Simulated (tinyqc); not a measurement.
# Programming of a floating-gate cell by Fowler-Nordheim tunnelling: what changes with what

Per tunnel area the floating gate has Ctun = 3.9 eps0/tox to the channel (0 V) and Ccg to the control gate, Ct = Ctun/(1 - ag), no other coupling. With the threshold shift U = -Q/Ccg the field is F = ag (Vg - U)/tox, and dU/dt = J/Ccg. Fowler-Nordheim: J = A F^2 exp(-B/F), A = q^2/(16 pi^2 hbar mo phi) (times 1e14 for A/cm^2 with F in V/nm, emitter mass m0), B = (4/3) sqrt(mo/C) phi^1.5, C = hbar^2/(2 m0).

Values chosen for this exercise; oxide values close to those of silicon dioxide:
```
symbol,value,unit,meaning
phi,3.14,eV,tunnel barrier
mo,0.48,m0,tunnelling mass
tox,8.5,nm,tunnel oxide thickness
ag,0.68,,coupling ratio Ccg/Ct
Vt0,-2.8,V,threshold shift at the start
Vg,13.8,V,control-gate voltage
```

Constants: q = 1.602176634e-19 C, hbar = 1.054571817e-34 J s, m0 = 9.1093837015e-31 kg, eps0 = 8.8541878128e-14 F/cm where lengths are in cm, hbar^2/(2 m0) = 0.0380998212 eV nm^2. Results are converted to the units shown.

Each table varies one quantity; the others keep the values above.

## Threshold shift against time

Exact: exp(B/F(t)) = exp(B/F(0)) + K t, K = A B ag/(Ccg tox), and U = Vg - tox F/ag.

Threshold shift against time:

| t (s) | F (V/nm) | J (A/cm^2) | U (V) | dU/dlog10 t (V) |
|---|---|---|---|---|
| 5.6e-8 | 1.326 | 0.4252 | -2.772 | 0.06351 |
| 3.6e-7 | 1.315 | 0.3546 | -2.635 | 0.3405 |
| 2.3e-6 | 1.272 | 0.1683 | -2.097 | 1.032 |
| 1.5e-5 | 1.189 | 0.03482 | -1.062 | 1.393 |
| 9.6e-5 | 1.101 | 0.005088 | 0.03726 | 1.303 |
| 0.00061 | 1.023 | 7.006e-4 | 1.018 | 1.140 |
| 0.0039 | 0.9539 | 9.558e-5 | 1.876 | 0.9942 |
| 0.025 | 0.8938 | 1.309e-5 | 2.628 | 0.8731 |
| 0.16 | 0.8408 | 1.811e-6 | 3.290 | 0.7727 |

Read the table: what changes, and by how much?

U rises from -2.77 to 3.29 V, while J falls by 5.37 decades, at the end as t^(-1.07). Well past t0 = 1.64e-6 s the stored charge chokes the field and U gains only 0.773 V a decade. In every row the starting field exceeds 12 MV/cm, where the oxide would wear out or break down quickly.

## Programming by a staircase of pulses

Same model as above.

Pulse i = 1, 2, ... has the height 12.3 V + (i - 1) 0.2 V and lasts 4.3 us; each starts from the U that the last one left.

Programming by a staircase of pulses:

| N | last pulse (V) | U (V) | gain of the last pulse (V) | F at its end (V/nm) |
|---|---|---|---|---|
| 1 | 12.30 | -2.587 | 0.2131 | 1.191 |
| 2 | 12.50 | -2.378 | 0.2093 | 1.190 |
| 3 | 12.70 | -2.171 | 0.2067 | 1.190 |
| 4 | 12.90 | -1.966 | 0.2048 | 1.189 |
| 6 | 13.30 | -1.560 | 0.2025 | 1.189 |
| 8 | 13.70 | -1.157 | 0.2013 | 1.189 |
| 11 | 14.30 | -0.5548 | 0.2005 | 1.188 |
| 14 | 14.90 | 0.04600 | 0.2002 | 1.188 |
| 18 | 15.70 | 0.8464 | 0.2001 | 1.188 |

Read the table: what changes, and by how much?

The gain of a pulse falls from 0.213 to 0.200 V and settles at the step of 0.2 V: the field at the end of a pulse becomes steady, 1.19 V/nm, so U follows the gate one to one whatever it started from. It is within 5 % of the step from pulse 2 on among the rows. In every row the field stays above 10 MV/cm, which wears the oxide.

Range of the model: Programming fields of 10 MV/cm and more wear the oxide; trapping and the channel potential are ignored.

Numbers from tinyqc (`OMP_NUM_THREADS=1 python tinyqc.py 2130088 2130089 out.jsonl`; about 0.01 s on one thread of a shared Intel Xeon 2.30GHz).
